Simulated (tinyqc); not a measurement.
# Worked calculation: MOSFET in saturation, small-signal circuit and noise

Numbers from tinyqc (`OMP_NUM_THREADS=1 python tinyqc.py 2150062 2150063 out.jsonl`; about 0.01 s on one thread of a shared Intel Xeon 2.30GHz). Printed values are rounded.

Bias by the inversion coefficient IC = I/Ispec (charge-based model with velocity saturation; weak inversion below 0.1, strong above 10). Common-source circuit: gm, gds, Cgs, Cgd and Cj at the inner nodes, Rg in series with the gate; quasi-static, no source or drain resistance, no gate-body capacitance, no substrate network, no induced gate noise, so fmax is an upper estimate.

Parameters, values chosen for the exercise:
- T = 273 K (temperature)
- L = 65 nm (gate length)
- W = 10 um (total gate width)
- Cox = 2.21 uF/cm^2 (gate capacitance)
- mu = 180 cm^2/(V s) (mobility)
- n = 1.28 (slope factor)
- Ls = 10 nm (velocity-saturation length)
- sg = 0.055 (ratio gds/gm)
- Cov = 0.4 fF/um (overlap and fringe capacitance per side)
- Cj = 0.87 fF/um (drain junction capacitance)
- Rsh = 20 ohm (sheet resistance of the gate)
- Wf = 2 um (finger width)
- Rc = 200 ohm um (gate contact and vertical resistance)
- IC = 0.087 (inversion coefficient)
- gw = 0.15 (short-channel excess of the noise factor)
- Nt = 5.8e16 cm^-3 eV^-1 (oxide trap density)
- lt = 0.1 nm (tunnelling length into the oxide)
- ac = 0 V s/C (Coulomb scattering coefficient)
- f = 0.8 GHz (signal frequency)

Constants: q = 1.602176634e-19 C, kB = 1.380649e-23 J/K, Vt = kB T/q. Results are converted to the units shown.

Range of the model: fmax exceeds 4 fT, where channel resistance and substrate losses, left out here, would cap it.

## Current, transconductance and gain

Ispec = 2 n mu Cox (W/L) Vt^2, lc = Ls/L, gms = [sqrt((lc IC + 1)^2 + 4 IC) - 1]/[2 + lc (lc IC + 1)], gm = gms Ispec/(n Vt), gds = sg gm.

Ispec = 86.7087 uA
I = 7.54365 uA
gms = 0.0800508
gm = 0.230506 mS
gds = 0.0126778 mS
gm/I = 30.5563 1/V

gm/I is 92.0 % of its weak-inversion limit 1/(n Vt); without velocity saturation (lc = 0) gms would be 0.0805.

## Capacitances, gate resistance and cut-off frequencies

qs = [sqrt(1 + 4 IC) - 1]/2, Cgs = Cox W L qs (2 qs + 3)/(3 (qs + 1)^2) + Cov W, Cgd = Cov W, Cd = Cj W, Rg = Rsh (Wf/L)/(12 Nf) + Rc/W with Nf = W/Wf fingers (not rounded) contacted at both ends. fT = gm/(2 pi (Cgs + Cgd)), fmax = fT/(2 sqrt(Rg (gds + 2 pi fT Cgd))).

Cgs = 5.04385 fF
Cgd = 4 fF
Cd = 8.7 fF
Rg = 30.2564 ohm
fT = 4.05648 GHz
fmax = 34.4401 GHz

Overlap and fringe make up 88.5 % of the gate capacitance; fmax is 8.49 times fT.

## Admittance matrix

Inner admittances at w = 2 pi f: y11 = i w (Cgs + Cgd), y12 = -i w Cgd, y21 = gm - i w Cgd, y22 = gds + i w (Cgd + Cd). Invert to Z, add Rg to Z11 and invert back to Y.

inner y (mS):
```
                    1                   2
1  0.000000+0.045459i  0.000000-0.020106i
2  0.230506-0.020106i  0.012678+0.063837i
```

Y with Rg (mS):
```
                    1                    2
1  0.000063+0.045459i  -0.000028-0.020106i
2  0.230478-0.020423i   0.012690+0.063977i
```

## Current gain and unilateral power gain

|h21| = |Y21/Y11|; U = |Y21 - Y12|^2/(4 [Re Y11 Re Y22 - Re Y12 Re Y21]). Extrapolated at 20 dB a decade: f |h21| and f sqrt(U).

|h21| = 5.08985
U = 1853.32
f |h21| = 4.07188 GHz
f sqrt(U) = 34.4401 GHz

f |h21| is 0.38 % above the formula for fT, and f sqrt(U) within 0.01 % of that for fmax.

## Noise at the gate

Channel noise Sid = 4 kB T gam n gm with gam = (1/2 + (2/3) qs)/(1 + qs) + gw lc IC, qs = [sqrt(1 + 4 IC) - 1]/2, lc = Ls/L (the last term an empirical rise with velocity saturation); at the gate, white noise Sw = Sid/gm^2 + 4 kB T Rg. Number fluctuation with correlated mobility: S(f) = K/f, K = q^2 Vt lt Nt/(W L Cox^2) (1 + ac mu Cox I/gm)^2, Vt in eV with Nt per eV. Corner fc = K/Sw. Full shot noise would be 2 q I.

gam = 0.514427
Sid = 2.28835e-24 A^2/Hz
Sid/(2 q I) = 0.946674
sqrt(Sw) = 6.59730 nV/Hz^0.5
K = 1.10328e-11 V^2
fc = 0.253486 MHz

The gate resistance gives 1.0 % of the white noise power. In weak inversion gm = I/(n Vt), so with gam = 1/2 the thermal formula equals shot noise.
